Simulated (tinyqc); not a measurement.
What moves the results: strained quantum well: band edges, subbands and transparency. A value that a table varies takes the place of the one given here.

Growth on (001), barriers unstrained: tr(e) = e (2 - nu2), Z = b e (1 + nu2); Ec = Ev + Eg + ac tr(e), E_HH = Ev + av tr(e) + Z, E_LH = Ev + av tr(e) - Z (coupling to the split-off band left out).

Masses along z: me, 1/(g1 - 2 g2) for HH, 1/(g1 + 2 g2) for LH, likewise in the barrier; in the plane me, 1/(g1 + g2) for HH and 1/(g1 - g2) for LH (no mixing, which understates the hole masses away from k = 0). Level n solves k L + 2 atan[(k/m)/(kappa/mb)] = n pi, k = sqrt(m E/c), kappa = sqrt(mb (V - E)/c), c = hbar^2/2m0.

Transparency (Bernard-Duraffourg): Fc - Fv equals the lowest transition energy with n = p, n = sum m/(2 pi c) kB T ln(1 + exp((Fc - E)/kB T)) and p likewise over the listed subbands; c = hbar^2/2m0, 1/angstrom^2 = 1e16/cm^2.

Constants: hbar^2/2m0 = 3.80998211 eV angstrom^2; kB = 8.617333262e-05 eV/K; hc = 1239.841984 eV nm.

Parameters, chosen for this exercise (near those of an InGaAs/InP well; shifted at random, so the results belong to these values and not to a real crystal): nu2 = 1.003 (2 C12/C11); Eg = 0.682 eV (unstrained gap of the well); Ev = -0.587 eV (its valence edge); ac = -5.98 eV; av = 1.07 eV (Ev moves by av tr(e)); b = -1.89 eV (shear potential); Egb = 1.348 eV (gap of the barrier); Evb = -0.94 eV (its valence edge); L = 48 angstrom (well width); me = 0.0414 m0 (electron mass); g1 = 14.4 (gamma1); g2 = 5.73 (gamma2); meb = 0.08 m0; g1b = 5.08; g2b = 1.6; T = 300 K (temperature); es = (-0.02, -0.014, -0.008, -0.003, 0, 0.003, 0.007, 0.012) (strains); e = -0.0024 (strain in the plane); Ls = (30, 40, 55, 70, 90, 120) angstrom (widths).

## Strain as a design knob

Only the strain is changed; the unstrained gap and the masses are kept.

Results:
```
e (%)  wavelength (nm)  top hole  hh1 - lh1 (meV)  n_tr (1e12/cm^2)  share in top
-2.0              1447       hh1              203             0.346          0.96
-1.4              1468       hh1              163             0.347          0.95
-0.8              1491       hh1              122             0.351          0.93
-0.3              1512       hh1               88             0.363          0.87
0.0               1525       hh1               67             0.381          0.78
0.3               1538       hh1               46             0.413          0.66
0.7               1557       hh1               19             0.494          0.44
1.2               1615       lh1              -16             0.547          0.79
```

n_tr is largest at e = +1.2 % (0.55), where hh1 - lh1 = -16 meV and the top subband holds 79 % of the holes, and smallest, 0.35, at -2.0, -1.4 and -0.8 %. The top hole level turns from hh to lh, and the light from TE to TM, between +0.7 and +1.2 %. The wavelength runs from 1447 to 1615 nm.

## Width of the well

All levels anew.

Results:
```
L (angstrom)  wavelength (nm)  top hole  hh1 - lh1 (meV)  n_tr (1e12/cm^2)  share in top  n_tr/L (1e18/cm^3)
30                       1377       hh1              107             0.347          0.95                1.16
40                       1463       hh1               93             0.355          0.91                0.89
55                       1550       hh1               76             0.377          0.80                0.69
70                       1608       hh1               64             0.405          0.69                0.58
90                       1658       hh1               53             0.444          0.56                0.49
120                      1703       hh1               43             0.505          0.44                0.42
```

The wavelength tunes by 325 nm. The sheet density at transparency changes from 0.35 to 0.50, the top hole subband holding 0.95 and 0.44 of the holes at the ends, while the volume density falls by a factor 2.8. Critical thickness and carrier escape are left out.

## What each parameter does

Edge wavelength, hh1 - lh1 and n_tr. Each row changes one parameter from the base and keeps the others.

Results:
```
case             wavelength (nm)  hh1 - lh1 (meV)  n_tr (1e12/cm^2)
base                      1514.3             83.5             0.366
L = 40 angstrom           1462.9             93.2             0.355
e = -0.0044               1505.8             97.3             0.358
Eg = 0.662 eV             1546.1             83.5             0.366
b = -2.17 eV              1516.8             86.0             0.364
ac = -5.38 eV             1516.5             83.5             0.366
me = 0.0455 m0            1517.7             83.5             0.385
g1 = 15.26                1506.6             79.8             0.357
T = 340 K                 1514.3             83.5             0.427
```

The largest shifts from the base row, up to three for each result and ties (the steps differ in size, so this ranks the rows, not the parameters). wavelength (nm): L -51.4, Eg +31.8, e -8.5; unchanged at the printed digits by T. hh1 - lh1 (meV): e +13.7, L +9.7, g1 -3.7; unchanged at the printed digits by Eg, ac, me and T. n_tr (1e12/cm^2): T +0.061, me +0.019, L -0.010; unchanged at the printed digits by Eg and ac.

Computed by tinyqc, a small Python program: `OMP_NUM_THREADS=1 python tinyqc.py 1251018 1251019 out.jsonl` (the numbers bound the seed that draws the inputs); one thread of a shared host (Intel(R) Xeon(R) Processor @ 2.30GHz), about 0.01 s for the whole set of steps.
